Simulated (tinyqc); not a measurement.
## Trap density and scattering coefficient from 1/f noise

Question. f S = K0 (1 + ac mu Cox I/gm)^2 with K0 = q^2 Vt lt Nt/(W L Cox^2), Vt in eV and Nt per eV. Find K0, Nt and ac.

Values chosen for this exercise:
- T = 273 K (temperature)
- L = 90 nm (gate length)
- W = 20 um (total gate width)
- Cox = 1.54 uF/cm^2 (gate capacitance)
- mu = 430 cm^2/(V s) (mobility)
- lt = 0.1 nm (tunnelling length into the oxide)

Constants: q = 1.602176634e-19 C, kB = 1.380649e-23 J/K, Vt = kB T/q. Results are converted to the units shown.

I/gm at two biases (V): 0.0342286325  0.210490094
f S at these biases (V^2): 3.40281249e-11  4.22388788e-11

Solution. sqrt(f S) is linear in I/gm: the intercept is sqrt(K0), and slope over intercept is ac mu Cox.

K0 = 3.254e-11 V^2
Nt = 2.300e17 cm^-3 eV^-1
ac = 1000 V s/C

tinyqc, about 0.01 s, one thread, Intel Xeon 2.30GHz (shared host): `OMP_NUM_THREADS=1 python tinyqc.py 2150038 2150039 out.jsonl`
